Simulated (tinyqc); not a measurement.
# Worked calculation: a square-lattice strip 2 sites wide, recursive Green functions

Numbers from tinyqc (`OMP_NUM_THREADS=1 python tinyqc.py 2660119 2660120 out.jsonl`; about 0.02 s on one thread of a shared Intel Xeon 2.30GHz). Printed values are rounded.

The device has N = 4 slices of 2 site(s), nearest-neighbour hopping -t, and site energies U; the leads are semi-infinite continuations with site energy 0. V = <i+1|H|i> = -t 1.

Inputs (values chosen for the exercise): hopping (matrix element -t) t = 1 eV; site energies, slice by slice (2 a slice) U = [0.18, 0.28, 0.19, 0.41, 0.22, -0.05, -0.39, -0.11] eV; energy E = 2.17 eV.

## Self-energy of the leads

Transverse modes n = 1..2: chi_n(j) = sqrt(2/3) sin(pi n j/3), energy e_n = -2 t cos(pi n/3). Sigma = t^2 sum_n chi_n chi_n^T g(E - e_n), g(x) = (x - i sqrt(4 t^2 - x^2))/(2 t^2) for |x| < 2 t and (x - sign(x) sqrt(x^2 - 4 t^2))/(2 t^2) otherwise; Gamma = i (Sigma - Sigma^dagger); both leads give the same.

Sigma (eV):
```
                     1                    2
1   0.470137-0.405517i  -0.114863+0.405517i
2  -0.114863+0.405517i   0.470137-0.405517i
```

Gamma (eV):
```
           1          2
1   0.811033  -0.811033
2  -0.811033   0.811033
```

open modes = 1

## Slice 1

Forward pass: g_1 = (E - H_1 - Sigma)^(-1), g_i = (E - H_i - V g_(i-1) V^dagger)^(-1), with Sigma also subtracted on the last slice; G_(i,1) = g_i V G_(i-1,1), starting from g_1. H_i is the block of slice i: its site energies on the diagonal and -t between neighbouring rows.

g_1 (1/eV):
```
                     1                    2
1   0.410825-0.497985i  -0.032513+0.517632i
2  -0.032513+0.517632i   0.428316-0.538054i
```

## Slice 2

As before.

g_2 (1/eV):
```
                    1                   2
1  0.357728-0.374761i  0.036013+0.415068i
2  0.036013+0.415068i  0.375926-0.459711i
```

G_(2,1) (1/eV):
```
                     1                    2
1   0.255685+0.326958i  -0.421111-0.355759i
2  -0.447232-0.362124i   0.302358+0.394023i
```

## Slice 3

As before.

g_3 (1/eV):
```
                     1                    2
1   0.526480-0.354170i  -0.112794+0.331762i
2  -0.112794+0.331762i   0.449094-0.310771i
```

G_(3,1) (1/eV):
```
                     1                    2
1  -0.420996+0.025948i   0.512532-0.017712i
2   0.450699-0.024306i  -0.423764+0.016591i
```

## Slice 4

As before.

g_4 (1/eV):
```
                    1                   2
1  0.228783-0.307529i  0.134300+0.330710i
2  0.134300+0.330710i  0.247271-0.355754i
```

G_(4,1) (1/eV):
```
                     1                    2
1   0.019770-0.281191i  -0.049413+0.299585i
2  -0.037677+0.302091i   0.024192-0.321979i
```

## Transmission and its channels

T(E) = Tr[Gamma G_(N,1) Gamma G_(N,1)^dagger]. The non-zero eigenvalues T_n of the matrix under the trace are the channel transmissions; Fano factor sum T_n (1 - T_n)/sum T_n.

T(E) = 0.966159
T_n: 0.966159
Fano factor = 0.0338411

With 1 open mode(s) in the leads T(E) cannot exceed 1. Inverting the whole matrix gives the same value.
